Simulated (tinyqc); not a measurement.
# Schottky diode by thermionic emission with image-force lowering and series resistance, step by step

Program tinyqc, `OMP_NUM_THREADS=1 python tinyqc.py 2640147 2640148 out.jsonl`; Intel Xeon 2.30GHz, shared host, one thread, about 0.01 s. Printed values are rounded.

Metal on an n-type semiconductor with one parabolic valley; V > 0 is forward bias (metal positive). I = I0 [exp(Vj/(n Vt)) - 1] with Vj = V - I Rs; I0 = S A* T^2 exp(-(phi - dphi)/Vt), the lowering dphi taken at zero bias.

Inputs (values chosen for the exercise); band and dielectric values close to those of gallium arsenide: temperature T = 300 K; electron mass me = 0.0665 m0; relative permittivity eps_r = 13; barrier height seen from the metal phi = 0.79 eV; donor density Nd = 5.2e16 cm^-3; area S = 1.2e-5 cm^2; ideality factor n = 1.13; series resistance Rs = 15 ohm; applied bias V = 0.59 V.

Constants: q = 1.602176634e-19 C, kB = 1.380649e-23 J/K, h = 6.62607015e-34 J s, m0 = 9.1093837015e-31 kg, Vt = kB T/q, eps0 = 8.8541878128e-14 F/cm where lengths are in cm. Results are converted to the units shown.

## Saturation current

A* = 4 pi q me m0 kB^2/h^3 (times 1e-4 for A/(cm^2 K^2)); Nc = 2 (2 pi me m0 kB T/h^2)^1.5 (times 1e-6 for cm^-3); xi = Vt ln(Nc/Nd), Vbi = phi - xi; surface field Em = sqrt(2 q Nd (Vbi - V - Vt)/(eps0 eps_r)); dphi = sqrt(q Em/(4 pi eps0 eps_r)). Here V = 0 in Em.

A* = 7.99152 A/(cm^2 K^2)
Nc = 4.30333e17 cm^-3
Vbi = 0.735367 V
Em = 101.346 kV/cm
dphi = 33.5048 meV
I0 = 1.68847e-12 A

The lowering raises I0 by a factor of 3.65.

## Iteration 1: junction voltage

Vj at the start = 0.4 V

Newton step for g(Vj) = Vj + Rs I0 [exp(Vj/(n Vt)) - 1] - V = 0: Vj(new) = Vj - g/g', g' = 1 + Rs I0 exp(Vj/(n Vt))/(n Vt).

Vj after iteration 1 = 0.589832 V

## Iteration 2: junction voltage

As before.

Vj after iteration 2 = 0.580088 V

## Course of the iteration

Stop when Vj changes by less than 1e-10 V, or after 50 iterations.

Course of the iteration:
```
iteration    Vj (V)  change (V)
1          0.589832       0.190
2          0.580088     9.74e-3
3          0.579544     5.44e-4
4          0.579543     1.35e-6
5          0.579543    8.25e-12
```

Converged in 5 iterations.

## Current and small-signal resistance

converged Vj = 0.579543 V

I = I0 [exp(Vj/(n Vt)) - 1], dV/dI = Rs + n Vt/(I + I0).

I = 0.697149 mA
drop over Rs = 0.0104572 V
dV/dI = 56.9032 ohm
